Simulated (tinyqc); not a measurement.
# Worked calculation: one-diode model of a solar cell

Numbers from tinyqc (`OMP_NUM_THREADS=1 python tinyqc.py 2280026 2280027 out.jsonl`; about 0.01 s on one thread of a shared Intel Xeon 2.30GHz). Printed values are rounded.

J is the current delivered and Vj = V + J Rs the junction voltage. J = X JL - J01 (exp(Vj/(n1 Vt)) - 1) - Vj/Rp. The photocurrent does not depend on voltage.

Parameters, values chosen for the exercise; values of the order met in cells of silicon: temperature T = 323 K; photocurrent at one sun JL = 35.2 mA/cm^2; concentration X = 1 suns; saturation current of the diode J01 = 1.6e-7 A/cm^2; ideality factor of the diode n1 = 1.65; series resistance Rs = 0.69 ohm cm^2; shunt resistance Rp = 400 ohm cm^2; incident power at one sun Pin = 100 mW/cm^2.

Constants: q = 1.602176634e-19 C, kB = 1.380649e-23 J/K, Vt = kB T/q. Results are converted to the units shown.

## Starting value

Vj = 0.51 V.

Vj at the start = 0.51 V

## Iteration 1: new Vj

Maximum power: dP/dVj = f = J (1 + 2 Rs G) - G Vj = 0. G = -dJ/dVj = J01 exp(Vj/(n1 Vt))/(n1 Vt) + 1/Rp. H = dG/dVj; f' = -2 G - 2 Rs G^2 + (2 Rs J - Vj) H; Vj(new) = Vj - f/f'.

J = 23.2868 mA/cm^2
G = 0.234141 S/cm^2
H = 5.04377 S/(cm^2 V)
f = -88.6006 mA/cm^2
f' = -2.95417 S/cm^2
Vj after iteration 1 = 0.480008 V

## Iteration 2: new Vj

As before.

J = 28.4633 mA/cm^2
G = 0.123060 S/cm^2
H = 2.62508 S/(cm^2 V)
f = -25.7727 mA/cm^2
f' = -1.42397 S/cm^2
Vj after iteration 2 = 0.461909 V

## Course of the iteration

Stop when the step is below 1e-10 V, or after 60 iterations.

Course of the iteration:
```
iteration  Vj before the step (V)   step (V)
1                            0.51    -0.0300
2                        0.480008    -0.0181
3                        0.461909   -5.31e-3
4                        0.456602   -3.68e-4
5                        0.456233   -1.64e-6
6                        0.456232  -3.21e-11
```

Converged in 6 iterations.

## Figures of merit

Jsc at V = 0, Voc at J = 0, the maximum power point where J (1 + 2 Rs G) = G Vj with G = -dJ/dVj; FF = Vmp Jmp/(Voc Jsc); efficiency Vmp Jmp/(X Pin). Empirical fill factor without parasitics FF0 = (v - ln(v + 0.72))/(v + 1), v = Voc/(n1 Vt).

Jsc = 35.1393 mA/cm^2
Voc = 0.563080 V
Vmp = 0.435007 V
Jmp = 30.7603 mA/cm^2
FF = 0.676276
efficiency = 13.3809 %
FF0 = 0.731275

FF is 7.5 % below FF0. Removing one loss at a time changes the efficiency by: series resistance +0.66, shunt +0.47 points.
